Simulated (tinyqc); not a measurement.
What moves the results: temperature and isotope dependence of a band gap in oscillator models. A value that a table varies takes the place of the one given here.

E(T) = E0 - sum_i sl_i th_i n_i(T), n = 1/(exp(th/T) - 1). The same coupling lowers the gap at 0 K by the zero-point term ZP = sum_i sl_i th_i/2, so the gap of the static lattice is E0 + ZP. Thermal expansion is taken as part of the slopes.

Two-parameter forms are made to pass through the falls at the two temperatures T12: Varshni aV T^2/(T + bV), from the line T^2/fall = (T + bV)/aV; one oscillator s1 t1/(exp(t1/T) - 1), with t1 from the ratio of the falls.

Constants: kB = 8.617333262e-05 eV/K; hbar^2/2m0 = 3.80998211 eV angstrom^2.

Inputs chosen for the exercise (near those of GaAs; shifted at random, so the results belong to these values and not to a real crystal):
- E0 = 1.529 eV (gap at 0 K)
- th = (111, 289) K (temperatures of two oscillators)
- sl = (0.086, 0.392) meV/K (their high-temperature slopes)
- T12 = (140, 340) K (temperatures of the fits)
- mm = 0.2 m0 (geometric mean of the density-of-states masses)
- T = 500 K (temperature)

## How far the fits carry

Falls of the gap from E0, and errors of the two fits against the model.

Results:
```
T (K)  fall (meV)  Varshni - model (meV)  one oscillator - model (meV)  fall/ZP
20           0.04                   0.58                         -0.04    0.001
50           1.51                   2.11                         -0.63    0.025
100         11.36                   1.90                         -0.39    0.185
200         47.81                  -2.39                          0.26    0.778
300         91.23                  -1.87                          0.15    1.485
400        136.77                   4.37                         -0.28    2.227
600        230.06                  29.55                         -1.51    3.746
800        324.50                  65.80                         -2.93    5.283
```

What does this show, and why?

Below the first fit point the largest errors are +2.11 meV (Varshni, 50 K, on a fall of 1.51 meV) and -0.63 meV (one oscillator, 50 K); a T^2 law cannot freeze out; a single oscillator misses the soft modes. At 800 K, beyond the second fit point, they are +65.8 and -2.9 meV, so the oscillator extrapolates better here. The thermal fall equals ZP between 200 and 300 K.

## What the shift does to the intrinsic density

ni = 2 (mm kT/(4 pi c))^(3/2) exp(-E/2kT), c = hbar^2/2m0, with E(T) and with E0; 1 angstrom^-3 = 1e24 cm^-3. Apparent gap from an Arrhenius plot of ni/T^(3/2): E(T) - T dE/dT, dE/dT = -sum sl_i (th_i/T)^2 n_i (1 + n_i).

Results:
```
T (K)  E(T) (eV)  ni (cm^-3)  ni with E(T) / ni with E0  apparent gap (eV)
200       1.4812       0.266                      4.003             1.5640
250       1.4599    3.29e+03                      4.973             1.5688
300       1.4378    1.88e+06                      5.839             1.5722
350       1.4152    1.83e+08                      6.601             1.5747
400       1.3922    5.86e+09                      7.271             1.5766
500       1.3458    7.97e+11                      8.379             1.5793
700       1.2518    2.49e+14                      9.951             1.5824
```

What does this show, and why?

Using E0 in place of E(T) understates ni by a factor that rises from 4.00 to 9.95, towards exp(sum sl/2kB) = 16.0. The slope of an Arrhenius plot returns neither E(T) nor E0 but the intercept of the tangent, 1.5722 eV at 300 K, which lies 43 meV above E0 and tends to the static gap 1.5904 eV.

## What each parameter does

Gap at T, slope -sum sl_i (th_i/T)^2 n_i (1 + n_i) and ZP. Each row changes one parameter from the base and keeps the others.

Results:
```
case                        E(T) (eV)  dE/dT (meV/K)  ZP (meV)
base                           1.3458        -0.4669     61.42
T = 540 K                      1.3271        -0.4685     61.42
E0 = 1.539 eV                  1.3558        -0.4669     61.42
th = (111, 346) K              1.3547        -0.4624     72.59
sl = (0.1118, 0.392) meV/K     1.3343        -0.4926     62.85
```

What does this show?

The largest shifts from the base row, up to three for each result and ties (the steps differ in size, so this ranks the rows, not the parameters). E(T) (eV): T -0.0187, sl -0.0115, E0 +0.0100. dE/dT (meV/K): sl -0.0257, th +0.0045, T -0.0016; unchanged at the printed digits by E0. ZP (meV): th +11.17, sl +1.43; unchanged at the printed digits by T and E0.

Program tinyqc; command `OMP_NUM_THREADS=1 python tinyqc.py 1880244 1880245 out.jsonl`; about 0.01 s on one thread of a shared Intel(R) Xeon(R) Processor @ 2.30GHz.
